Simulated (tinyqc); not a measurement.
## Metal-interlayer-semiconductor contact, depinning against tunnelling resistance: contact resistivity against the donor density

Zero bias, n-type semiconductor. Gap states at the semiconductor surface thin out as exp(-be ti), which unpins the barrier; electrons must then cross the interlayer (a rectangular barrier, no voltage drop across it) and the parabolic depleted layer, both by WKB. Energies E are counted from the Fermi level; no image force, parabolic bands.

S = 1/(1 + (1/S0 - 1) exp(-be ti)); phiB = S (phiM - chi) + (1 - S)(Eg - E0); xi = Ec - EF deep inside, from Nd = Nc F(-xi/Vt), F(x) = (2/sqrt(pi)) int_0^infinity sqrt(u) du/(1 + exp(u - x)); band bending U = phiB - xi; E00 = (hbar/2) sqrt(Nd/(eps0 eps_r mt m0)) in volts; A = 4 pi q mA m0 kB^2/h^3. With U = phiB - xi: for xi < E < phiB, y = (E - xi)/U and G1 = (U/E00) [sqrt(1 - y) - y ln((1 + sqrt(1 - y))/sqrt(y))], G1 = 0 above phiB; G2 = 2 ti sqrt(mi max(phiB + dE - E, 0)/C), C = hbar^2/(2 m0); f = 1/(1 + exp(E/Vt)); 1/rho_c = (A T^2/Vt^2) times the integral of exp(-G1 - G2) f over E from xi upwards. Shares under 0.001 % are printed as 0; rows without band bending are left out.

Parameters, values chosen for the exercise; semiconductor values close to those of silicon; interlayer mass of the order of that in zinc oxide, offset chosen freely:
```
symbol,value,unit,meaning
T,300,K,temperature
Eg,1.08,eV,band gap
eps_r,11.3,,relative permittivity
chi,4.06,eV,electron affinity
Nc,2.8e19,cm^-3,conduction-band density of states at T
mt,0.193,m0,tunnelling mass in the semiconductor
mA,2.06,m0,Richardson mass
E0,0.36,eV,charge-neutrality level above the valence band
S0,0.28,,pinning factor without interlayer
phiM,4.55,eV,metal work function
ti,0.4,nm,interlayer thickness
dE,0.02,eV,conduction-band offset of the interlayer above the semiconductor
mi,0.29,m0,tunnelling mass in the interlayer
be,4.2,1/nm,decay constant of gap states through the interlayer
```

Constants: q = 1.602176634e-19 C, kB = 1.380649e-23 J/K, eps0 = 8.8541878128e-12 F/m, hbar = 1.054571817e-34 J s, h = 6.62607015e-34 J s, m0 = 9.1093837015e-31 kg, Vt = kB T/q, hbar^2/(2 m0) = 0.0380998212 eV nm^2. Results are converted to the units shown.

The same in every row: S = 0.676; phiB (eV) = 0.565.

Contact resistivity against the donor density:
```
Nd (cm^-3)  E00/Vt  rho_c (ohm cm^2)  rho_c with G2 = 0 (ohm cm^2)  peak of the integrand (eV)  share above phiB (%)
9.3e17       0.469             0.340                         0.169                       0.487                  8.60
2.1e18       0.705            0.0805                        0.0312                       0.399                  2.04
4.7e18        1.05           0.00787                       0.00231                       0.263                 0.199
1.1e19        1.61           2.77e-4                       6.49e-5                       0.114               0.00701
2.4e19        2.38           1.18e-5                       2.46e-6                      0.0434                     0
5.3e19        3.54           7.59e-7                       1.48e-7                      0.0103                     0
1.2e20        5.33           8.15e-8                       1.51e-8                     -0.0125                     0
2.7e20        7.99           1.50e-8                       2.65e-9                     -0.0304                     0
6e20          11.9           4.26e-9                      7.06e-10                     -0.0452                     0
```

As Nd goes from 9.3e17 to 6e20, phiB stays at 0.565 eV and rho_c falls from 0.340 to 4.26e-9 ohm cm^2. rho_c goes as Nd^(-1.77) between the first two rows and Nd^(-1.58) between the last two, while E00/Vt goes from 0.469 to 11.9 and the share above the barrier from 8.60 to 0 %. The ratio of rho_c to its value with G2 = 0 runs from 2.01 to 6.03.

Range of the model: The depletion charge would drop about 0.24 V across such an interlayer (eps_r near 8.5) at ti = 0.4 nm and Nd = 9.9e19 cm^-3, against a band bending of 0.63 V; this model leaves that drop out.

Program tinyqc, `OMP_NUM_THREADS=1 python tinyqc.py 2270077 2270078 out.jsonl`; Intel Xeon 2.30GHz, shared host, one thread, about 0.03 s.
